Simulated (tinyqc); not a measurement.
Band bending at a free surface with one surface level, surface photovoltage and Kelvin probe: pinning by the surface states.

n-type bulk, xi = Ec - EF = Vt ln(Nc/Nd), p0 = ni^2/Nd, ni = sqrt(Nc Nv) exp(-Eg/(2 Vt)), Eg in volts. b is the upward band bending, u = b/Vt. Space charge per area, in units of q: Qc = sign(b) sqrt((2 eps0 eps_r Vt/q) [(Nd + dn)(exp(-u) - 1) + Nd u + (p0 + dn)(exp(u) - 1)]), with dn the excess density under light (flat quasi-Fermi levels; 0 in the dark). The level holds -Ns f, f = 1/(1 + exp((xi + b - Es)/Vt)). Neutrality: Qc + Qf + (charge of the states) = 0.

b solves the neutrality condition in the dark.

Inputs (values chosen for the exercise); band and dielectric values close to those of 4H silicon carbide: temperature T = 300 K; band gap Eg = 3.23 eV; relative permittivity eps_r = 9.84; conduction-band density of states at T Nc = 1.69e19 cm^-3; valence-band density of states at T Nv = 2.54e19 cm^-3; donor density Nd = 2.7e15 cm^-3; fixed positive charge at the surface Qf = 8.8e10 cm^-2; its depth below the conduction edge Es = 0.89 eV.

Constants: q = 1.602176634e-19 C, kB = 1.380649e-23 J/K, Vt = kB T/q, eps0 = 8.8541878128e-14 F/cm where lengths are in cm. Results are converted to the units shown.

Result of one run:
```
Ns (cm^-2)   b (V)  xi + b (eV)  Qc (cm^-2)
2.9e13      0.7880        1.014    1.496e11
```

What becomes of these results when the density of an acceptor-like surface level Ns is changed from 2.9e13 to 5.1e11 cm^-2, all else the same?

Result of the changed run:
```
Ns (cm^-2)   b (V)  xi + b (eV)  Qc (cm^-2)
5.1e11      0.6700       0.8960    1.375e11
```

The whole series:
```
Ns (cm^-2)     b (V)  xi + b (eV)  Qc (cm^-2)
2.4e10      -0.05545       0.1705   -6.400e10
6.7e10      -0.02364       0.2024   -2.100e10
1.8e11        0.3141       0.5401    9.200e10
5.1e11        0.6700       0.8960    1.375e11
1.4e12        0.7061       0.9321    1.413e11
3.9e12        0.7353       0.9613    1.443e11
1.1e13        0.7629       0.9889    1.471e11
2.9e13        0.7880        1.014    1.496e11
8.1e13        0.8144        1.040    1.522e11
```

b rises from -0.0554 to 0.814 V. The level is over 95 % full (Qc near Ns - Qf) in the 3 rows with xi + b more than 3 Vt short of Es = 0.89 eV. Beyond that it empties, and between the last two rows b gains only 59.2 mV a decade.

tinyqc, about 0.01 s, one thread, Intel Xeon 2.30GHz (shared host): `OMP_NUM_THREADS=1 python tinyqc.py 2430066 2430067 out.jsonl`
